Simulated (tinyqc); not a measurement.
## Mobility, diffusion coefficient and lifetime from two collectors

Inverse problem. For an injected sheet in a field F the peak time tp at distance L obeys u^2 tp^2 + 2 D tp = L^2 with u^2 = v^2 + 4 D/tau, and the pulse area goes as exp(L (v - u)/(2 D)); v = mu F. Find u, D, mu and tau without using the Einstein relation.

Values chosen for this exercise: sweep field along the drift F = 14 V/cm.

distances (um): [420, 840]
peak times (us): [0.498940126, 1.01700062]
ratio of the areas, far over near = 0.166296226

Answer. The two peak times give two linear equations for u^2 and D; the area ratio gives v - u, and u^2 - v^2 = 4 D/tau gives tau.

u = 8.10e4 cm/s
D = 129 cm^2/s
mu = 5.00e3 cm^2/(V s)
tau = 3.10e-7 s

tinyqc, about 0.01 s, one thread, Intel Xeon 2.30GHz (shared host): `OMP_NUM_THREADS=1 python tinyqc.py 2310037 2310038 out.jsonl`
